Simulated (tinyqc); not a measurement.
Deep-level transient spectroscopy (DLTS) of one majority-carrier trap: one step, computed by the program tinyqc. Command: `OMP_NUM_THREADS=1 python tinyqc.py 3027917 3027918 out.jsonl dlts walk`. One thread of a shared host (Intel(R) Xeon(R) Processor @ 2.30GHz), about 0.07 s of CPU time with the checks.

A filling pulse loads the traps in a one-sided junction; under reverse bias they empty at the rate e, and the capacitance relaxes as C(t) = C_0 - dC exp(-e t). The signal is S = [C(t_2) - C(t_1)]/dC.

Question. Rate window and signal. S(e) = exp(-e t_1) - exp(-e t_2) peaks at the rate window e_0 = ln(t_2/t_1)/(t_2 - t_1).

Inputs (values chosen for the exercise, with mass and screening modelled on CdTe): gate time t_1 = 0.004 s; ratio t_2/t_1 = 10; temperature T = 341 K.

Carriers: holes. Extra term: capture barrier.

emission rate e = 182.0758 1/s

Give: rate window e_0; peak height S_max; signal at T.

Answer.

rate window e_0 = 63.961 1/s

peak height S_max = 0.69684

signal at T = 0.48204

At this T the trap empties faster than the window, by a factor 2.85: the point lies on the high-temperature side of the peak.
